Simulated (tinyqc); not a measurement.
Inversion-layer mobility, back-scattering and ballistic limit of a field-effect transistor: one step, computed by the program tinyqc. Command: `OMP_NUM_THREADS=1 python tinyqc.py 3024177 3024178 out.jsonl mos walk`. One thread of a shared host (Intel(R) Xeon(R) Processor @ 2.30GHz), about 0.01 s of CPU time with the checks.

The charge at the top of the source barrier is fixed by the gate; series resistance and short-channel effects are left out. F_j are Fermi integrals normalised to exp(eta) in the classical limit.

Problem. Ballistic limit. F_j(eta) = (1/Gamma(j + 1)) int_0^infinity x^j/(1 + exp(x - eta)) dx, F_0 = ln(1 + exp(eta)). Integrals over x = E/(k_B T) use 160 Gauss-Legendre points in u = sqrt(x) from 0 to sqrt(max(eta, 0) + 32). Ballistic channel: N_2D = g_v m k_B T/(pi hbar^2), U = e V_D/(k_B T); eta_F solves N_inv = (N_2D/2)[F_0(eta_F) + F_0(eta_F - U)]; v_T = sqrt(2 k_B T/(pi m)); I/W = e (N_2D/2) v_T [F_1/2(eta_F) - F_1/2(eta_F - U)]; injection velocity v_T F_1/2(eta_F)/F_0(eta_F).

Inputs (values chosen for the exercise, modelled on an InGaAs n-channel):

| quantity | value | unit |
|---|---|---|
| transport mass m | 0.046 | m_0 |
| valley degeneracy g_v | 1 | - |
| drain voltage V_D | 0.6 | V |
| temperature T | 300 | K |

Statistics at the top of the barrier: Fermi-Dirac.

inversion density N_inv = 4.310552e+12 1/cm^2

Constants: m_0 = 9.1093837015e-31 kg; k_B = 1.380649e-23 J/K; hbar = 1.054571817e-34 J s; k_B = 8.617333262e-05 eV/K; e = 1.602176634e-19 C.

Give: N_2D; eta_F; thermal velocity v_T; injection velocity; ballistic current I/W.

Solution.

N_2D = 4.968e+11 1/cm^2

eta_F = 17.35

thermal velocity v_T = 2.509 1e7 cm/s

injection velocity = 7.893 1e7 cm/s

ballistic current I/W = 5450 microampere/micrometre

Degeneracy raises the injection velocity by a factor 3.15. Caution: the Fermi level lies so high that further subbands and non-parabolicity matter.
